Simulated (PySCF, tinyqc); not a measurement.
Worked calculation: RHF in the sto-6g basis, for B+, spin multiplicity 1. This run ends on a higher stationary point, not on the lowest solution. The lowest restricted solution is unstable here: a spin-polarised one lies 0.0000 hartree lower (PySCF). Computed by tinyqc, a small Python program that keeps every step (integrals from PySCF). Settings: charge = 1, multiplicity = 1, basis = sto-6g, energy threshold = 1e-10, iteration cap = 68, orthogonalisation = symmetric, start = highest core orbitals, DIIS depth = 3, method = RHF. Command: `OMP_NUM_THREADS=1 python tinyqc.py 26910 26911 out.jsonl` (the two numbers bound the seeds that draw the settings). One thread of a shared host (Intel(R) Xeon(R) Processor @ 2.60GHz), about 0.05 s of CPU time with the checks. Later iterations appear only in the table of the cycle.

## One-electron integrals

Geometry (angstrom):
```
atom         x         y         z
B     0.000000  0.000000  0.000000
```

Basis sto-6g: exponents (1/bohr^2) and contraction coefficients of normalised primitives:
```
element  l (shell)    exponent  coefficient
B            s (1)  506.011147     0.009164
B            s (1)   92.776814     0.049362
B            s (1)   25.955658     0.168538
B            s (1)    8.916445     0.370563
B            s (1)    3.462507     0.416492
B            s (1)    1.426054     0.130334
B            s (2)   23.194575    -0.013253
B            s (2)    4.590810    -0.046992
B            s (2)    1.426819    -0.033785
B            s (2)    0.548948     0.250242
B            s (2)    0.238410     0.595117
B            s (2)    0.109280     0.240706
B            p (3)   23.194575     0.003760
B            p (3)    4.590810     0.037679
B            p (3)    1.426819     0.173897
B            p (3)    0.548948     0.418036
B            p (3)    0.238410     0.425859
B            p (3)    0.109280     0.101708
```

Overlap, kinetic and nuclear-attraction integrals over the contracted functions; the nuclear repulsion is the sum of Za Zb / Rab.

nuclear repulsion = 0 hartree

overlap S:
```
           1B 1s     1B 2s    1B 2px    1B 2py    1B 2pz
1B 1s   1.000000  0.264891  0.000000  0.000000  0.000000
1B 2s   0.264891  1.000000  0.000000  0.000000  0.000000
1B 2px  0.000000  0.000000  1.000000  0.000000  0.000000
1B 2py  0.000000  0.000000  0.000000  1.000000  0.000000
1B 2pz  0.000000  0.000000  0.000000  0.000000  1.000000
```

kinetic energy T (hartree):
```
            1B 1s      1B 2s    1B 2px    1B 2py    1B 2pz
1B 1s   10.947243  -0.333880  0.000000  0.000000  0.000000
1B 2s   -0.333880   0.374498  0.000000  0.000000  0.000000
1B 2px   0.000000   0.000000  1.125026  0.000000  0.000000
1B 2py   0.000000   0.000000  0.000000  1.125026  0.000000
1B 2pz   0.000000   0.000000  0.000000  0.000000  1.125026
```

nuclear attraction V (hartree):
```
             1B 1s      1B 2s     1B 2px     1B 2py     1B 2pz
1B 1s   -23.391721  -2.744189   0.000000   0.000000   0.000000
1B 2s    -2.744189  -3.750146   0.000000   0.000000   0.000000
1B 2px    0.000000   0.000000  -3.749977   0.000000   0.000000
1B 2py    0.000000   0.000000   0.000000  -3.749977   0.000000
1B 2pz    0.000000   0.000000   0.000000   0.000000  -3.749977
```

core Hamiltonian H = T + V (hartree):
```
             1B 1s      1B 2s     1B 2px     1B 2py     1B 2pz
1B 1s   -12.444477  -3.078069   0.000000   0.000000   0.000000
1B 2s    -3.078069  -3.375648   0.000000   0.000000   0.000000
1B 2px    0.000000   0.000000  -2.624950   0.000000   0.000000
1B 2py    0.000000   0.000000   0.000000  -2.624950   0.000000
1B 2pz    0.000000   0.000000   0.000000   0.000000  -2.624950
```

## Two-electron integrals

Functions are numbered as in S; the eight-fold symmetry (ij|kl) = (ji|kl) = (kl|ij) leaves the list below.

Two-electron integrals (ij|kl) in chemists' order, unique and non-zero (hartree):
```
(11|11) 2.924993   (21|11) 0.480756   (21|21) 0.099484   (22|11) 0.743449
(22|21) 0.188967   (22|22) 0.544922   (31|31) 0.021096   (32|31) 0.030854
(32|32) 0.120443   (33|11) 0.743450   (33|21) 0.188967   (33|22) 0.544922
(33|33) 0.587109   (41|41) 0.021096   (42|41) 0.030854   (42|42) 0.120443
(43|43) 0.031641   (44|11) 0.743450   (44|21) 0.188967   (44|22) 0.544922
(44|33) 0.523827   (44|44) 0.587109   (51|51) 0.021096   (52|51) 0.030854
(52|52) 0.120443   (53|53) 0.031641   (54|54) 0.031641   (55|11) 0.743450
(55|21) 0.188967   (55|22) 0.544922   (55|33) 0.523827   (55|44) 0.523827
(55|55) 0.587109
```

## Orthogonalisation

S = U s U^T; symmetric (Loewdin) form X = U s^(-1/2) U^T, so that X^T S X = 1.

eigenvalues of S: 0.735109  1.000000  1.000000  1.000000  1.264891

X:
```
            1B 1s      1B 2s    1B 2px    1B 2py    1B 2pz
1B 1s    1.027742  -0.138595  0.000000  0.000000  0.000000
1B 2s   -0.138595   1.027742  0.000000  0.000000  0.000000
1B 2px   0.000000   0.000000  1.000000  0.000000  0.000000
1B 2py   0.000000   0.000000  0.000000  1.000000  0.000000
1B 2pz   0.000000   0.000000  0.000000  0.000000  1.000000
```

## Starting guess

The start is the highest orbitals of the core Hamiltonian (a deliberately bad start); D = 2 C_occ C_occ^T.

D at the start:
```
           1B 1s     1B 2s    1B 2px    1B 2py    1B 2pz
1B 1s   0.000000  0.000000  0.000000  0.000000  0.000000
1B 2s   0.000000  0.000000  0.000000  0.000000  0.000000
1B 2px  0.000000  0.000000  0.000000  0.000000  0.000000
1B 2py  0.000000  0.000000  0.000000  2.000000  0.000000
1B 2pz  0.000000  0.000000  0.000000  0.000000  2.000000
```

## Iteration 1: building the Fock matrix

J_ij = sum D_kl (ij|kl), K_ij = sum D_kl (ik|jl); F = H + J - 0.5 K; E = tr D H + tr D J / 2 - 0.25 tr D K + E_nn.

Coulomb J (hartree):
```
           1B 1s     1B 2s    1B 2px    1B 2py    1B 2pz
1B 1s   2.973799  0.755867  0.000000  0.000000  0.000000
1B 2s   0.755867  2.179687  0.000000  0.000000  0.000000
1B 2px  0.000000  0.000000  2.095309  0.000000  0.000000
1B 2py  0.000000  0.000000  0.000000  2.221872  0.000000
1B 2pz  0.000000  0.000000  0.000000  0.000000  2.221872
```

exchange K (hartree):
```
           1B 1s     1B 2s    1B 2px    1B 2py    1B 2pz
1B 1s   0.084384  0.123417  0.000000  0.000000  0.000000
1B 2s   0.123417  0.481772  0.000000  0.000000  0.000000
1B 2px  0.000000  0.000000  0.126563  0.000000  0.000000
1B 2py  0.000000  0.000000  0.000000  1.237499  0.000000
1B 2pz  0.000000  0.000000  0.000000  0.000000  1.237499
```

Fock matrix F (hartree):
```
            1B 1s      1B 2s     1B 2px     1B 2py     1B 2pz
1B 1s   -9.512871  -2.383910   0.000000   0.000000   0.000000
1B 2s   -2.383910  -1.436847   0.000000   0.000000   0.000000
1B 2px   0.000000   0.000000  -0.592922   0.000000   0.000000
1B 2py   0.000000   0.000000   0.000000  -1.021827   0.000000
1B 2pz   0.000000   0.000000   0.000000   0.000000  -1.021827
```

total energy of this density = -7.29355533 hartree

## Iteration 1: diagonalisation and new density

Diagonalise F' = X^T F X, C = X C', fill 2 alpha and 2 beta electrons from the bottom; D = 2 C_occ C_occ^T. Each column has its largest component positive (the first on a tie).

F' = X^T F X (hartree):
```
           1          2          3          4          5
1  -9.396475  -1.004124   0.000000   0.000000   0.000000
2  -1.004124  -1.021274   0.000000   0.000000   0.000000
3   0.000000   0.000000  -0.592922   0.000000   0.000000
4   0.000000   0.000000   0.000000  -1.021827   0.000000
5   0.000000   0.000000   0.000000   0.000000  -1.021827
```

orbital energies (hartree): MO1 -9.515180, MO2 -1.021827, MO3 -1.021827, MO4 -0.902570, MO5 -0.592922

coefficients C:
```
              MO1       MO2       MO3        MO4       MO5
1B 1s    1.004364  0.000000  0.000000  -0.258293  0.000000
1B 2s   -0.016981  0.000000  0.000000   1.036906  0.000000
1B 2px   0.000000  0.000000  0.000000   0.000000  1.000000
1B 2py   0.000000  1.000000  0.000000   0.000000  0.000000
1B 2pz   0.000000  0.000000  1.000000   0.000000  0.000000
```

D after iteration 1:
```
            1B 1s      1B 2s    1B 2px    1B 2py    1B 2pz
1B 1s    2.017494  -0.034109  0.000000  0.000000  0.000000
1B 2s   -0.034109   0.000577  0.000000  0.000000  0.000000
1B 2px   0.000000   0.000000  0.000000  0.000000  0.000000
1B 2py   0.000000   0.000000  0.000000  2.000000  0.000000
1B 2pz   0.000000   0.000000  0.000000  0.000000  0.000000
```

Within a degenerate level the vectors are fixed only up to a rotation; this is one choice.

## Iteration 2: building the Fock matrix

As before.

Coulomb J (hartree):
```
           1B 1s     1B 2s    1B 2px    1B 2py    1B 2pz
1B 1s   7.355688  1.341178  0.000000  0.000000  0.000000
1B 2s   1.341178  2.577171  0.000000  0.000000  0.000000
1B 2px  0.000000  0.000000  2.534983  0.000000  0.000000
1B 2py  0.000000  0.000000  0.000000  2.661546  0.000000
1B 2pz  0.000000  0.000000  0.000000  0.000000  2.534983
```

exchange K (hartree):
```
           1B 1s     1B 2s    1B 2px    1B 2py    1B 2pz
1B 1s   5.910609  1.002988  0.000000  0.000000  0.000000
1B 2s   1.002988  0.429018  0.000000  0.000000  0.000000
1B 2px  0.000000  0.000000  0.103807  0.000000  0.000000
1B 2py  0.000000  0.000000  0.000000  1.214743  0.000000
1B 2pz  0.000000  0.000000  0.000000  0.000000  0.103807
```

Fock matrix F (hartree):
```
            1B 1s      1B 2s     1B 2px     1B 2py     1B 2pz
1B 1s   -8.044094  -2.238385   0.000000   0.000000   0.000000
1B 2s   -2.238385  -1.012986   0.000000   0.000000   0.000000
1B 2px   0.000000   0.000000  -0.141871   0.000000   0.000000
1B 2py   0.000000   0.000000   0.000000  -0.570776   0.000000
1B 2pz   0.000000   0.000000   0.000000   0.000000  -0.141871
```

total energy of this density = -23.68343434 hartree

## Iteration 2: DIIS over 2 matrices

error matrix X^T (FDS - SDF) X:
```
           1         2         3         4         5
1   0.000000  0.472602  0.000000  0.000000  0.000000
2  -0.472602  0.000000  0.000000  0.000000  0.000000
3   0.000000  0.000000  0.000000  0.000000  0.000000
4   0.000000  0.000000  0.000000  0.000000  0.000000
5   0.000000  0.000000  0.000000  0.000000  0.000000
```

B (overlaps of the stored error matrices):
```
               1              2
1  0.0000000e+00  0.0000000e+00
2  0.0000000e+00  4.4670564e-01
```

Minimise |sum c_i e_i|^2 with sum c_i = 1: solve [B -1; -1 0][c; lambda] = [0; -1] with B_ij = tr e_i^T e_j, and take F = sum c_i F_i.

DIIS coefficients: 1.000000  0.000000

extrapolated F (hartree):
```
            1B 1s      1B 2s     1B 2px     1B 2py     1B 2pz
1B 1s   -9.512871  -2.383910   0.000000   0.000000   0.000000
1B 2s   -2.383910  -1.436847   0.000000   0.000000   0.000000
1B 2px   0.000000   0.000000  -0.592922   0.000000   0.000000
1B 2py   0.000000   0.000000   0.000000  -1.021827   0.000000
1B 2pz   0.000000   0.000000   0.000000   0.000000  -1.021827
```

## Iteration 2: diagonalisation and new density

As before.

F' = X^T F X (hartree):
```
           1          2          3          4          5
1  -9.396475  -1.004124   0.000000   0.000000   0.000000
2  -1.004124  -1.021274   0.000000   0.000000   0.000000
3   0.000000   0.000000  -0.592922   0.000000   0.000000
4   0.000000   0.000000   0.000000  -1.021827   0.000000
5   0.000000   0.000000   0.000000   0.000000  -1.021827
```

orbital energies (hartree): MO1 -9.515180, MO2 -1.021827, MO3 -1.021827, MO4 -0.902570, MO5 -0.592922

coefficients C:
```
              MO1       MO2       MO3        MO4       MO5
1B 1s    1.004364  0.000000  0.000000  -0.258293  0.000000
1B 2s   -0.016981  0.000000  0.000000   1.036906  0.000000
1B 2px   0.000000  0.000000  0.000000   0.000000  1.000000
1B 2py   0.000000  1.000000  0.000000   0.000000  0.000000
1B 2pz   0.000000  0.000000  1.000000   0.000000  0.000000
```

D after iteration 2:
```
            1B 1s      1B 2s    1B 2px    1B 2py    1B 2pz
1B 1s    2.017494  -0.034109  0.000000  0.000000  0.000000
1B 2s   -0.034109   0.000577  0.000000  0.000000  0.000000
1B 2px   0.000000   0.000000  0.000000  0.000000  0.000000
1B 2py   0.000000   0.000000  0.000000  2.000000  0.000000
1B 2pz   0.000000   0.000000  0.000000  0.000000  0.000000
```

Within a degenerate level the vectors are fixed only up to a rotation; this is one choice.

## Iteration 3: building the Fock matrix

As before.

Coulomb J (hartree):
```
           1B 1s     1B 2s    1B 2px    1B 2py    1B 2pz
1B 1s   7.355688  1.341178  0.000000  0.000000  0.000000
1B 2s   1.341178  2.577171  0.000000  0.000000  0.000000
1B 2px  0.000000  0.000000  2.534983  0.000000  0.000000
1B 2py  0.000000  0.000000  0.000000  2.661546  0.000000
1B 2pz  0.000000  0.000000  0.000000  0.000000  2.534983
```

exchange K (hartree):
```
           1B 1s     1B 2s    1B 2px    1B 2py    1B 2pz
1B 1s   5.910609  1.002988  0.000000  0.000000  0.000000
1B 2s   1.002988  0.429018  0.000000  0.000000  0.000000
1B 2px  0.000000  0.000000  0.103807  0.000000  0.000000
1B 2py  0.000000  0.000000  0.000000  1.214743  0.000000
1B 2pz  0.000000  0.000000  0.000000  0.000000  0.103807
```

Fock matrix F (hartree):
```
            1B 1s      1B 2s     1B 2px     1B 2py     1B 2pz
1B 1s   -8.044094  -2.238385   0.000000   0.000000   0.000000
1B 2s   -2.238385  -1.012986   0.000000   0.000000   0.000000
1B 2px   0.000000   0.000000  -0.141871   0.000000   0.000000
1B 2py   0.000000   0.000000   0.000000  -0.570776   0.000000
1B 2pz   0.000000   0.000000   0.000000   0.000000  -0.141871
```

total energy of this density = -23.68343434 hartree

## Iteration 3: DIIS over 3 matrices

error matrix X^T (FDS - SDF) X:
```
           1         2         3         4         5
1   0.000000  0.472602  0.000000  0.000000  0.000000
2  -0.472602  0.000000  0.000000  0.000000  0.000000
3   0.000000  0.000000  0.000000  0.000000  0.000000
4   0.000000  0.000000  0.000000  0.000000  0.000000
5   0.000000  0.000000  0.000000  0.000000  0.000000
```

B (overlaps of the stored error matrices):
```
               1              2              3
1  0.0000000e+00  0.0000000e+00  0.0000000e+00
2  0.0000000e+00  4.4670564e-01  4.4670564e-01
3  0.0000000e+00  4.4670564e-01  4.4670564e-01
```

As before.

DIIS coefficients: 1.000000  0.000000  0.000000

extrapolated F (hartree):
```
            1B 1s      1B 2s     1B 2px     1B 2py     1B 2pz
1B 1s   -9.512871  -2.383910   0.000000   0.000000   0.000000
1B 2s   -2.383910  -1.436847   0.000000   0.000000   0.000000
1B 2px   0.000000   0.000000  -0.592922   0.000000   0.000000
1B 2py   0.000000   0.000000   0.000000  -1.021827   0.000000
1B 2pz   0.000000   0.000000   0.000000   0.000000  -1.021827
```

## Iteration 3: diagonalisation and new density

As before.

F' = X^T F X (hartree):
```
           1          2          3          4          5
1  -9.396475  -1.004124   0.000000   0.000000   0.000000
2  -1.004124  -1.021274   0.000000   0.000000   0.000000
3   0.000000   0.000000  -0.592922   0.000000   0.000000
4   0.000000   0.000000   0.000000  -1.021827   0.000000
5   0.000000   0.000000   0.000000   0.000000  -1.021827
```

orbital energies (hartree): MO1 -9.515180, MO2 -1.021827, MO3 -1.021827, MO4 -0.902570, MO5 -0.592922

coefficients C:
```
              MO1       MO2       MO3        MO4       MO5
1B 1s    1.004364  0.000000  0.000000  -0.258293  0.000000
1B 2s   -0.016981  0.000000  0.000000   1.036906  0.000000
1B 2px   0.000000  0.000000  0.000000   0.000000  1.000000
1B 2py   0.000000  1.000000  0.000000   0.000000  0.000000
1B 2pz   0.000000  0.000000  1.000000   0.000000  0.000000
```

D after iteration 3:
```
            1B 1s      1B 2s    1B 2px    1B 2py    1B 2pz
1B 1s    2.017494  -0.034109  0.000000  0.000000  0.000000
1B 2s   -0.034109   0.000577  0.000000  0.000000  0.000000
1B 2px   0.000000   0.000000  0.000000  0.000000  0.000000
1B 2py   0.000000   0.000000  0.000000  2.000000  0.000000
1B 2pz   0.000000   0.000000  0.000000  0.000000  0.000000
```

Within a degenerate level the vectors are fixed only up to a rotation; this is one choice.

## Iteration 8 (converged): orbitals

converged F (hartree):
```
            1B 1s      1B 2s     1B 2px     1B 2py     1B 2pz
1B 1s   -8.064579  -2.262714   0.000000   0.000000   0.000000
1B 2s   -2.262714  -1.025422   0.000000   0.000000   0.000000
1B 2px   0.000000   0.000000  -0.144749   0.000000   0.000000
1B 2py   0.000000   0.000000   0.000000  -0.573654   0.000000
1B 2pz   0.000000   0.000000   0.000000   0.000000  -0.144749
```

As before.

F' = X^T F X (hartree):
```
           1          2          3          4          5
1  -7.893335  -1.138680   0.000000   0.000000   0.000000
2  -1.138680  -0.593412   0.000000   0.000000   0.000000
3   0.000000   0.000000  -0.144749   0.000000   0.000000
4   0.000000   0.000000   0.000000  -0.573654   0.000000
5   0.000000   0.000000   0.000000   0.000000  -0.144749
```

orbital energies (hartree): MO1 -8.066829, MO2 -0.573654, MO3 -0.419918, MO4 -0.144749, MO5 -0.144749

coefficients C:
```
             MO1       MO2        MO3       MO4       MO5
1B 1s   0.995140  0.000000  -0.291819  0.000000  0.000000
1B 2s   0.017790  0.000000   1.036892  0.000000  0.000000
1B 2px  0.000000  0.000000   0.000000  1.000000  0.000000
1B 2py  0.000000  1.000000   0.000000  0.000000  0.000000
1B 2pz  0.000000  0.000000   0.000000  0.000000  1.000000
```

D after iteration 8:
```
           1B 1s     1B 2s    1B 2px    1B 2py    1B 2pz
1B 1s   1.980609  0.035408  0.000000  0.000000  0.000000
1B 2s   0.035408  0.000633  0.000000  0.000000  0.000000
1B 2px  0.000000  0.000000  0.000000  0.000000  0.000000
1B 2py  0.000000  0.000000  0.000000  2.000000  0.000000
1B 2pz  0.000000  0.000000  0.000000  0.000000  0.000000
```

Within a degenerate level the vectors are fixed only up to a rotation; this is one choice.

## Convergence

Stop when the energy changes by less than 1e-10 hartree and every element of the error matrix X^T (F D S - S D F) X is below 3e-06.

Course of the cycle:
```
iteration   E (hartree)     change  largest element of the error matrix
1           -7.29355533          -                             0.000000
2          -23.68343434  -1.64e+01                             4.73e-01
3          -23.68343434   0.000000                             4.73e-01
4          -23.68343434   0.000000                             4.73e-01
5          -23.69921834  -1.58e-02                             3.58e-02
6          -23.69930865  -9.03e-05                             6.15e-05
7          -23.69930865  -2.11e-10                             2.82e-05
8          -23.69930865  -5.60e-11                             5.84e-09
```

PySCF RHF in the same basis = -24.19056245 hartree

Converged in 8 iterations. But the solution lies 0.49125 hartree above the reference: it is another stationary point, not the lowest restricted one. Reruns (cap 100 unless said): DIIS 8: converged in 18 to a higher stationary point; damping 0.5: converged in 39 to a higher stationary point; level shift 0.5: converged in 8 to a higher stationary point; atomic densities as start, DIIS 8: converged in 3.

## Populations

Mulliken: Z minus the diagonal of D S on the atom; Loewdin: the same with S^(1/2) D S^(1/2).

Charges (e):
```
atom  Mulliken   Loewdin
1B    1.000000  1.000000
```
